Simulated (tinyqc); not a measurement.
# Off-state leakage of single and stacked transistors: two studies

n-channel devices of unit width. Subthreshold current I(Vg, Vs, Vd) = I0 (T/300 K)^0.5 exp[(Vg - Vs - VT(T) - gb (Vs - Vb) + dd (Vd - Vs))/(nf Vt)] (1 - exp(-(Vd - Vs)/Vt)), VT(T) = VT - cT (T - 300 K). Gate-edge tunnelling Ig (Vd/1 V) exp(ag (Vd - 1 V)), for a gate at 0 V, and band-to-band leakage Ab u exp(-Bb/u), u = Vd - Vb + 1 V, flow at a drain held at V; both are taken as independent of T. In a stack of off transistors (all gates at 0 V) the same subthreshold current passes through each.

Inputs (values chosen for the exercise); values of the order met in bulk silicon logic transistors:
- T = 300 K (temperature)
- V = 1.2 V (supply voltage)
- VT = 0.48 V (threshold at 300 K, zero drain and body bias)
- cT = 0.9 mV/K (fall of the threshold with temperature)
- I0 = 0.17 uA/um (current at threshold at 300 K)
- nf = 1.42 (slope factor)
- dd = 0.05 (drain-induced lowering per volt)
- gb = 0.11 (rise of the threshold per volt of source-body bias)
- Ig = 2e-5 uA/um (gate-edge tunnelling current at 1 V)
- ag = 3.4 1/V (exponential slope of the gate current)
- Ab = 2 uA/(um V) (prefactor of band-to-band leakage at the drain)
- Bb = 23 V (its exponential voltage)
- Vb = 0 V (body voltage)

Constants: q = 1.602176634e-19 C, kB = 1.380649e-23 J/K, Vt = kB T/q. Results are converted to the units shown.

Each table varies one quantity; the others keep the values above.

## Subthreshold current against the height of the stack

All n gates at 0 V, bottom source at 0 V, top drain at V; node voltages follow from equal currents.

Subthreshold current against the height of the stack:
columns A: n; B: I (nA/um); C: reduction factor; D: drain voltage of the bottom device (mV); E: source voltage of the top device (mV); F: voltage across the top device (V)
```
A         B      C      D      E      F
1  0.001827  1.000   1200      0  1.200
2  3.352e-4  5.449  53.66  53.66  1.146
3  1.889e-4  9.668  18.81  71.80  1.128
4  1.322e-4  13.81  11.75  83.09  1.117
5  1.019e-4  17.93  8.589  91.34  1.109
6  8.297e-5  22.02  6.781  97.84  1.102
```

Read the table: what changes, and by how much?

The second transistor cuts the current by a factor of 5.45, the third by a further 1.77 and the sixth by 1.23. The top device keeps 91.8 % of the supply at n = 6, while the drain voltage of the bottom one falls to 0.262 Vt.

## Leakage components against the body voltage

Same model as above.

One transistor with Vg = Vs = 0, Vd = V; stack factor I(one)/I(two in series).

The same in every row: gate edge (nA/um) = 0.04737; stack factor = 5.449.

Results:
```
Vb (V)  subthreshold (nA/um)  band-to-band (nA/um)  total (nA/um)  largest part
0.2                 0.003326               0.04052        0.09122     gate edge
0                   0.001827                0.1268         0.1760  band-to-band
-0.4                5.510e-4                0.7485         0.7964  band-to-band
-0.6                3.026e-4                 1.516          1.564  band-to-band
-0.8                1.662e-4                 2.809          2.857  band-to-band
-1                  9.126e-5                 4.838          4.886  band-to-band
-1.2                5.012e-5                 7.846          7.893  band-to-band
-1.4                2.753e-5                 12.10          12.14  band-to-band
```

Estimate the missing row, Vb = -0.2 V.

Computed row:
```
Vb (V)  subthreshold (nA/um)  band-to-band (nA/um)  total (nA/um)  largest part
-0.2                0.001003                0.3306         0.3789  band-to-band
```

With this row back in the table: As Vb goes from 0.2 to -1.4, the total leakage rises from 0.0912 to 12.1 nA/um. The gate edge part leads at Vb = 0.2, the band-to-band part from 0 on. The reduction by a stack of two stays at 5.45, for the subthreshold part alone. For Vb = 0.2 the body is forward biased; the junction current, left out, is still small at this voltage.

tinyqc, about 0.04 s, one thread, Intel Xeon 2.30GHz (shared host): `OMP_NUM_THREADS=1 python tinyqc.py 2242088 2242089 out.jsonl`
